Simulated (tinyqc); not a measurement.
Mean-field antiferromagnet of the Hubbard model on the square lattice, step by step. Values are carried at full precision from step to step, so a last printed digit may differ when a step is redone from the rounded ones.

e(k) = -2 t (cx + cy) - 4 t2 cx cy, ci = cos ki; one electron a site; Q = (pi, pi). <n_up - n_dn> = m cos(Q.R) gives Delta = U m/2 and bands E = e+ -/+ sqrt(e-^2 + Delta^2), e+- = (e(k) +- e(k + Q))/2 (the constant U/2 is dropped). Means run over the mesh k_i = 2 pi (j + 1/2)/N of the whole zone: mu from mean(f(E-) + f(E+)) = 1; m(out) = mean of Delta (f(E-) - f(E+))/sqrt(e-^2 + Delta^2); free energy per site F = -kT mean[ln(1 + exp(-(E- - mu)/kT)) + ln(1 + exp(-(E+ - mu)/kT))] + mu + U m^2/4. Order at T > 0 in two dimensions is an artefact of mean field.

Constants: kB = 8.617333262e-05 eV/K.

Inputs chosen for the exercise:
```
symbol  value  unit  meaning
t       0.87   eV    nearest hopping
t2      0      eV    second hopping
N       6            mesh
U       8      eV    on-site repulsion
m0      0.45         starting staggered moment
T       100    K
```

## Folded levels on the mesh

Collect the points with equal |e-| and e+.

Classes of points:
```
|e-| (eV)  e+ (eV)  points
0.00000    0.00000      12
1.50688    0.00000      16
3.01377    0.00000       8
```

## One mean-field step

From m = m0 form Delta, the two bands of each class and m(out).

Delta = 1.8000 eV

E-, E+ and Delta/sqrt(e-^2 + Delta^2) of each class:
```
|e-| (eV)  E- (eV)  E+ (eV)  Delta/sqrt(e-^2 + Delta^2)
0.0000     -1.8000   1.8000                      1.0000
1.5069     -2.3475   2.3475                      0.7668
3.0138     -3.5104   3.5104                      0.5128
```

m(out) = 0.7881

m(out) is above m0, so the next step starts from a larger moment.

## Self-consistency

Repeat with m = m(out) until |m(out) - m| < 1e-8; F(0) is the free energy at m = 0.

Iterations:
```
step         m  Delta (eV)    m(out)     F (eV)
1     0.450000     1.80000  0.788071  -2.018413
2     0.788071     3.15228  0.894942  -2.330656
3     0.894942     3.57977  0.912963  -2.357519
4     0.912963     3.65185  0.915569  -2.358264
5     0.915569     3.66228  0.915936  -2.358279
6     0.915936     3.66375  0.915988  -2.358279
7     0.915988     3.66395  0.915995  -2.358279
8     0.915995     3.66398  0.915996  -2.358279
9     0.915996     3.66399  0.915997  -2.358279
10    0.915997     3.66399  0.915997  -2.358279
11    0.915997     3.66399  0.915997  -2.358279
```

m = 0.9160
Delta = 3.6640 eV
lowest E+ minus highest E- on the mesh = 7.3280 eV
F - F(0) = -1014.84 meV

Converged in 11 steps. The ordered state lies 1014.84 meV a site below the paramagnet and is an insulator on this mesh. A mesh of N = 48 gives m = 0.916 and F - F(0) = -948.4 meV.

## Checks

- Energy gain at U = 400 t against the exchange limit -z t^2/U a site (z neighbours), counted from -U/4 (eV): both -0.00870.

Computed by tinyqc, a small Python program: `OMP_NUM_THREADS=1 python tinyqc.py 1680542 1680543 out.jsonl` (the numbers bound the seed that draws the inputs); one thread of a shared host (Intel(R) Xeon(R) Processor @ 2.30GHz), about 0.2 s for the whole set of steps.
